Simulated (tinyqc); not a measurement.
Conductance of a narrow metal strip with scatterers (square lattice, Green functions), step by step. Values are carried at full precision from step to step, so a last printed digit may differ when a step is redone from the rounded ones.

A strip of W sites across with hard walls, site energy 0 and hopping -t. Mode n = 1 to W has profile chi_n(j) = sqrt(2/(W + 1)) sin(n j pi/(W + 1)) and energy en = -2t cos(n pi/(W + 1)); E = en - 2t cos(kn a). With z_n = exp(i kn a) (Im k > 0 for closed modes, |z| < 1) each lead gives the self-energy -t z_n in mode n. One column carries the site energies v, here a notch at the edge (a site raised out of reach). In the mode basis V_nm = sum_j chi_n(j) v_j chi_m(j), G = (E - en + 2 t z_n - V)^-1, and t_nm = 2t sqrt(sin(kn a) sin(km a)) G_nm in size for open modes. T = sum |t_nm|^2, conductance (2e^2/h) T.

Constants: e^2/h = 3.874045865e-05 S.

Parameters, chosen for this exercise (hopping and spacing of the size met in Cu or Al; the lattice is a model; not measured data):
- t = 0.95 eV (hopping)
- a = 2.63 angstrom (spacing)
- W = 4 (sites across)
- E = -2.16 eV (Fermi energy)
- v = (50, 0, 0, 0) eV (site energies in the scattering column)

## Modes at the Fermi energy

For each n: en, cos(kn a) = (en - E)/(2t), z_n and the velocity 2 t a sin(kn a) (zero if closed).

Modes:
```
n  en (eV)  cos(k a)                 z  dE/dk (eV angstrom)
1  -1.5371   0.32783  0.32783+0.94474i               4.7209
2  -0.5871   0.82783  0.82783+0.56099i               2.8032
3   0.5871   1.44586           0.40158               0.0000
4   1.5371   1.94586           0.27662               0.0000
```

2 of 4 modes are open, so the clean strip has a resistance of 6453 ohm, whatever its length.

## The scatterer in the mode basis

Form V_nm.

V (eV):
```
         n=1      n=2      n=3      n=4
n=1   6.9098  11.1803  11.1803   6.9098
n=2  11.1803  18.0902  18.0902  11.1803
n=3  11.1803  18.0902  18.0902  11.1803
n=4   6.9098  11.1803  11.1803   6.9098
```

A single site couples every mode that has amplitude on it.

## Green function and transmission

E - en + 2 t z_n = 2t (z_n - cos(kn a)). Invert, form |t_nm|^2 = (2t)^2 Im(z_n) Im(z_m) |G_nm|^2 and sum. The added resistance is 1/(2 (e^2/h) T) less the same for the clean strip.

G (1/eV):
```
                 n=1              n=2              n=3              n=4
n=1  -0.0451-0.4807i  -0.1229+0.2081i   0.1118+0.0660i   0.0432+0.0255i
n=2  -0.1229+0.2081i  -0.3348-0.3712i   0.3046+0.1799i   0.1178+0.0695i
n=3   0.1118+0.0660i   0.3046+0.1799i  -0.4074-0.1636i   0.0374-0.0633i
n=4   0.0432+0.0255i   0.1178+0.0695i   0.0374-0.0633i  -0.3009-0.0245i
```

|t_nm|^2:
```
        n=1     n=2  n=3  n=4
n=1  0.7512  0.1117    0    0
n=2  0.1117  0.2839    0    0
n=3       0       0    0    0
n=4       0       0    0    0
```

T = 1.2586
added resistance = 3802 ohm

Mode 2 passes least (0.396) and mode 1 most (0.863); 17.8 % of the transmitted flux changes mode.

## Checks

- Transmitted plus reflected flux against the number of open modes: both 2.00000.

Run: tinyqc, `OMP_NUM_THREADS=1 python tinyqc.py 1482180 1482181 out.jsonl`; Intel(R) Xeon(R) Processor @ 2.30GHz, one thread, shared host; about 0.01 s of CPU time with all checks.
